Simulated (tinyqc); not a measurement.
Worked calculation: fitting sp3s* parameters to three gaps by Newton steps. Values are carried at full precision from step to step, so a last printed digit may differ when a step is redone from the rounded ones.

sp3s* tight binding, nearest neighbours only: anion (a) at 0, cation (c) at a/4 (1,1,1), orbitals s, px, py, pz, s* on each; k in units of 2 pi/a. With phases e_j = exp(i (pi/2) k.n_j) for n = (1,1,1), (1,-1,-1), (-1,1,-1), (-1,-1,1): g0 = (e1+e2+e3+e4)/4, g1 = (e1+e2-e3-e4)/4, g2 = (e1-e2+e3-e4)/4, g3 = (e1-e2-e3+e4)/4. The diagonal holds the levels Esa, Epa, Exa (s*) and Esc, Epc, Exc. Anion-cation block: <sa|sc> = Vss g0; <sa|xc> = Vsapc g1; <xa|sc> = -Vscpa g1; <xa|xc> = Vxx g0; <xa|yc> = <ya|xc> = Vxy g3, <xa|zc> = <za|xc> = Vxy g2, <ya|zc> = <za|yc> = Vxy g1; <s*a|xc> = Vxapc g1; <xa|s*c> = -Vpaxc g1; y and z take g2 and g3 in place of g1; s-s* and s*-s* vanish.

Gaps are level 5 at Gamma, X = (1,0,0) and L = (1/2,1/2,1/2) less level 4 at Gamma; no spin-orbit coupling. Free parameters: Esc, Vsapc and Exc. H is linear in them, so by Hellmann-Feynman J_ij = <u|dH/dp_j|u> for level 5 at point i less the same for level 4 at Gamma. Newton: p(new) = p + J^-1 (target - gaps); stop when all misses are below 1e-7 eV.

Parameters, chosen for this exercise (out of a larger set: near a published set for GaAs, fitted to gaps, whose masses and valley positions are rough; not measured data): p = (-8.267, 1.03, -2.649, 3.658, 8.567, 6.817, -6.478, 1.938, 5.066, 4.516, 5.717, 4.857, 4.771) eV (start, order Esa, Epa, Esc, Epc, Exa, Exc, Vss, Vxx, Vxy, Vsapc, Vscpa, Vxapc, Vpaxc); tg = (1.4438, 2.0774, 1.6322) eV (target gaps at Gamma, X, L).

## Gaps of the starting set

Compute the gaps and the misses.

gaps (eV): Gamma 1.6003, X 2.0274, L 1.6997

target less gap (eV): Gamma -0.1565, X 0.0500, L -0.0675

## The Jacobian

Form J and its singular values.

J, rows Gamma, X, L; columns Esc, Vsapc, Exc:
```
[[0.6989, 0.0000, 0.0000],
 [0.0000, 0.5028, 0.0000],
 [0.3979, 0.3156, 0.0588]]
```

singular values: [0.8333, 0.5536, 0.0448]

The gap at Gamma answers to Esc. The condition number is 18.6.

## The first Newton step

Solve J dp = target less gap; the columns of J are Esc, Vsapc and Exc.

dp (eV): Esc -0.224, Vsapc 0.099, Exc -0.168

## The iteration

Repeat with J formed anew.

Newton steps (eV):
```
i      Esc   Vsapc     Exc   Gamma       X       L  largest miss
0  -2.6490  4.5160  6.8170  1.6003  2.0274  1.6997          0.16
1  -2.8729  4.6155  6.6494  1.4446  2.0776  1.6304        0.0018
2  -2.8740  4.6151  6.6826  1.4438  2.0774  1.6322       1.6e-05
3  -2.8740  4.6151  6.6829  1.4438  2.0774  1.6322       7.6e-10
```

Converged in 3 steps; the miss goes 0.16, 0.0018, 1.6e-05, 7.6e-10, about squaring each time once it is small. The largest change is 0.225 eV in Esc, for a first miss of 0.156 eV.

## Checks

- J by Hellmann-Feynman against central differences: largest difference 1.3e-10.

Computed by tinyqc, a small Python program: `OMP_NUM_THREADS=1 python tinyqc.py 1452064 1452065 out.jsonl` (the numbers bound the seed that draws the inputs); one thread of a shared host (Intel(R) Xeon(R) Processor @ 2.30GHz), about 0.1 s for the whole set of steps.
